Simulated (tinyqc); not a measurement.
From results back to parameters: Boltzmann transport in a parabolic band with a power-law relaxation time. Three cases, with inputs chosen for the exercise.

Problem. The Seebeck coefficient and the Hall density nH = n/rH are given; md is hidden (a Pisarenko analysis).

F_j(eta) = (1/Gamma(j + 1)) integral_0^infinity x^j dx/(1 + exp(x - eta)), which tends to exp(eta) for eta << 0.

n = N F_1/2(eta) with N = 2 (m kB T/(4 pi c))^(3/2) with c = hbar^2/2m0, in 1/angstrom^3; times 1e24 for 1/cm^3, m = md.

tau = tau0 x^r with x = E/kT. With K_j = Gamma(j + 1) F_j(eta): <tau> = tau0 (r + 3/2) K_(r+1/2)/((3/2) K_(1/2)); mu = <tau>/(mc m0/e), m0/e = 5.685630e-12 kg/C; Hall factor rH = (3/2) K_(1/2) (2r + 3/2) K_(2r+1/2)/((r + 3/2) K_(r+1/2))^2; Seebeck S = -(kB/e) [(r + 5/2) K_(r+3/2)/((r + 3/2) K_(r+1/2)) - eta]; Lorenz number L = (kB/e)^2 [(r + 7/2) K_(r+5/2)/((r + 3/2) K_(r+1/2)) - ((r + 5/2) K_(r+3/2)/((r + 3/2) K_(r+1/2)))^2]; kB/e in V/K. Valley anisotropy is left out of rH.

Constants: hbar^2/2m0 = 3.80998211 eV angstrom^2; kB = 8.617333262e-05 eV/K.

Case 1.

Values chosen (out of a larger set: masses near those of Si; tau0 is set for a mobility of the usual size at this n, kL is a free input; freeze-out and phonon drag, which matter near 77 K, are left out; not measured data): r = 0.5 (exponent of tau); T = 400 K.

S = -217.621 microvolt/K
nH = 6.6598e+19 1/cm^3

Case 2.

Values chosen (out of a larger set: masses near those of Ge; tau0 is set for a mobility of the usual size at this n, kL is a free input; freeze-out and phonon drag, which matter near 77 K, are left out; not measured data): r = -0.5 (exponent of tau); T = 200 K.

S = -343.060 microvolt/K
nH = 6.6752e+17 1/cm^3

Case 3.

Values chosen (out of a larger set: masses near those of Ge; tau0 is set for a mobility of the usual size at this n, kL is a free input; freeze-out and phonon drag, which matter near 77 K, are left out; not measured data): r = 0.5 (exponent of tau); T = 77 K.

S = -728.125 microvolt/K
nH = 5.5237e+15 1/cm^3

Find: eta; rH; n; md.

Solution. S depends on eta alone and |S| falls steadily with it; eta gives rH and so n, and N = n/F_1/2(eta) gives md from N proportional to md^(3/2).

Case 1.

eta = 1.11
rH = 1.066
n = 7.1e+19 1/cm^3
md = 1.055 m0

Case 2.

eta = -1.91
rH = 1.169
n = 7.8e+17 1/cm^3
md = 0.548 m0

Case 3.

eta = -5.45
rH = 1.104
n = 6.1e+15 1/cm^3
md = 0.574 m0

Computed by tinyqc, one run a case: `OMP_NUM_THREADS=1 python tinyqc.py N N+1 out.jsonl` with N = 1682114, 1682121, 1682183; one thread of a shared Intel(R) Xeon(R) Processor @ 2.30GHz, about 0.02 s a run at most.
